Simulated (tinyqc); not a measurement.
Anisotropic elasticity and sound waves of a cubic crystal. Changing the C44. Computed by tinyqc, a small Python program. Command: `OMP_NUM_THREADS=1 python tinyqc.py 3021928 3021929 out.jsonl cubicelastic sweep`. One thread of a shared host (Intel(R) Xeon(R) Processor @ 2.30GHz), about 0.01 s of CPU time with the checks.

Voigt order 1..6 = xx, yy, zz, yz, xz, xy, with engineering shear strains. The rotated frame has x' as named, z' along the wafer normal and y' = z' x x'.

Inputs (values chosen for the exercise, for a model crystal):
```
quantity,value,unit
C11,541,GPa
C12,383,GPa
expansion coefficient of the film,2.1,ppm/K
expansion coefficient of the substrate,7.5,ppm/K
cooling Delta T,200,K
```

Frame: (111) wafer, x' along [1-10].

direction cosines a (rows x', y', z' in the cube axes):
```
,x,y,z
x',0.7071068,-0.7071068,0.0000000
y',0.4082483,0.4082483,-0.8164966
z',0.5773503,0.5773503,0.5773503
```

Method:
- S11 = (C11 + C12)/D, S12 = -C12/D, D = (C11 - C12)(C11 + 2 C12), S44 = 1/C44. Zener ratio A = 2 C44/(C11 - C12); S0 = S11 - S12 - S44/2; H = 2 C44 + C12 - C11.
- C'_ijkl = C12 delta_ij delta_kl + C44 (delta_ik delta_jl + delta_il delta_jk) - H sum_m a_im a_jm a_km a_lm.
- Invert C' to S'. E along x' = 1/S'11, along y' = 1/S'22; Poisson ratios nu(x'y') = -S'12/S'11 and nu(x'z') = -S'13/S'11; in-plane shear modulus 1/S'66.
- On cooling, a thick substrate imposes eps_1 = eps_2 = (alpha_film - alpha_substrate) Delta T and eps_6 = 0; the free surface sets sigma_3 = sigma_4 = sigma_5 = 0, which fixes eps_3, eps_4, eps_5. Biaxial modulus M = (sigma_1 + sigma_2)/(2 eps); energy density M eps^2. Elastic response and constant coefficients are assumed.

One run for each value:
```
C44 (GPa),Zener ratio A,E along x' (GPa),E along y' (GPa),biaxial modulus M (GPa),nu(x'y'),nu(x'z')
23.7,0.3000,84.33,84.33,132.6,0.36396,0.57152
33.2,0.4203,113.12,113.12,180.8,0.37442,0.53903
46.4,0.5873,149.30,149.30,243.8,0.38756,0.49821
64.9,0.8215,193.72,193.72,324.9,0.40369,0.44809
90.8,1.1494,246.11,246.11,426.3,0.42272,0.38898
127.0,1.6076,305.03,305.03,548.7,0.44411,0.32251
178.0,2.2532,368.41,368.41,691.4,0.46713,0.25099
248.0,3.1392,431.41,431.41,845.9,0.49002,0.17990
348.0,4.4051,493.03,493.03,1011.1,0.51239,0.11038
```

What does the table show, and why?

Over the rows, Zener ratio A rises from 0.300 to 4.41 (exponent d ln y / d ln x about 1.00 throughout); E along x' (GPa) rises from 84.3 to 493 (exponent d ln y / d ln x 0.87 between the first rows and 0.39 between the last); E along y' (GPa) rises from 84.3 to 493 (exponent d ln y / d ln x 0.87 between the first rows and 0.39 between the last); biaxial modulus M (GPa) rises from 133 to 1010 (exponent d ln y / d ln x 0.92 between the first rows and 0.53 between the last). The crystal is isotropic at C44 = (C11 - C12)/2 = 79.0 GPa.

Caution (rows 46.4, 64.9, 90.8, 127, 178, 248, 348): the thermal stress of this film exceeds 200 MPa, which can relax by slip, cracking or buckling in a real film.
